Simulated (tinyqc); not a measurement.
Epitaxial growth on a vicinal surface: Burton-Cabrera-Frank step flow, step-edge barrier and island nucleation. Changing the miscut angle. Computed by tinyqc, a small Python program. Command: `OMP_NUM_THREADS=1 python tinyqc.py 3012454 3012455 out.jsonl stepflow sweep`. One thread of a shared host (Intel(R) Xeon(R) Processor @ 2.30GHz), about 0.03 s of CPU time with the checks.

Adatoms land at rate F, hop on a square grid (a simplification for hexagonal faces), desorb, or join steps. Lengths are in units of a and n is the adatom coverage. Steps ascend at x = 0 and descend at x = l.

Inputs (values chosen for the exercise, close to those used for Ge(001)):
```
quantity                     value      unit
site spacing a                   4  angstrom
step height h                 1.41  angstrom
diffusion barrier E_d          0.7        eV
desorption energy E_a         2.54        eV
adatom formation energy E_f   1.01        eV
step-edge barrier E_s         0.25        eV
attempt frequency nu             5       THz
deposition rate F            0.015  layers/s
temperature T                  680         C
critical nucleus size i          1         -
```

Constants: k_B = 8.617333262e-05 eV/K.

Method:
- D = nu exp(-E_d/(k_B T)) (a^2/s, nu counted per direction); tau = exp(E_a/(k_B T))/nu; x_s = sqrt(D tau); n_eq = exp(-E_f/(k_B T)); terrace width l = h/(a tan(miscut)); Schwoebel length l_s = exp(E_s/(k_B T)) - 1.
- Temperatures in kelvin are T(C) + 273.15.
- D n'' - n/tau + F = 0 with n(0) = n_eq and -l_s n'(l) = n(l) - n_eq. With u = n - F tau, A = n_eq - F tau, y = l/x_s, s = l_s/x_s: u = A cosh(x/x_s) + B sinh(x/x_s), B = A (1 - cosh y - s sinh y)/(sinh y + s cosh y). Flux into the ascending step J+ = D B/x_s, over the descending one J- = -(D/x_s)(A sinh y + B cosh y); step velocity J+ + J-; growth rate (J+ + J-)/l. For small y: J+ + J- = (F - n_eq/tau) l, J-/J+ = l/(l + 2 l_s).
- The coverage peaks where n' = 0, tanh(x/x_s) = -B/A.
- Island density on a flat surface without desorption: N = 0.25 (F/D)^(i/(i+2)) exp(E_i/((i+2) k_B T)) per site, with E_i = 0 for i = 1; spacing l_n = N^(-1/2). Step flow needs an effective width l_eff = 2 x(peak) below l_n.

One run for each value:
```
miscut angle (degrees)  ratio l_eff/l_n  growth rate (layers/s)  peak coverage  terrace width l (a)
0.03                              5.443                 0.01500      5.471e-06            6.732e+02
0.062                             2.708                 0.01500      4.791e-06            3.258e+02
0.13                              1.360                 0.01500      4.623e-06            1.554e+02
0.26                              0.735                 0.01500      4.583e-06            7.768e+01
0.55                              0.390                 0.01500      4.572e-06            3.672e+01
1.1                               0.219                 0.01500      4.568e-06            1.836e+01
2.3                               0.117                 0.01500      4.567e-06            8.776e+00
4.8                               0.060                 0.01500      4.567e-06            4.198e+00
10                                0.030                 0.01500      4.567e-06            1.999e+00
```

Describe and explain the trends.

Over the rows, ratio l_eff/l_n falls from 5.44 to 0.0300 (exponent d ln y / d ln x between -0.96 and -0.83); growth rate (layers/s) rises from 0.01499904 to 0.01499915; peak coverage falls from 5.47e-6 to 4.57e-6. At the low end the exponent of ratio l_eff/l_n is -0.96, close to -1: terraces narrow as the miscut grows. The exponent of growth rate stays at 0: the steps stand close against x_s, so their spacing does not matter. At the high end the exponent of peak coverage is 0.00, close to 0: the coverage stays near n_eq.

Caution (rows 0.0300, 0.0620): twice the distance from the ascending step to the coverage peak exceeds the expected island spacing [0.25 (F/D)^(i/(i+2)) exp(E_i/((i+2) k_B T))]^(-1/2) by 40 % or more, so islands nucleate and the step-flow values are formal. Caution (all rows): the prefactor 0.25 and the criterion are estimates, good to a factor of about two in length. Caution (rows 2.30, 4.80, 10.0): terraces under ten sites wide are at the edge of a continuum description.

Extremes, crossings and ranges named in words are read from the listed rows.
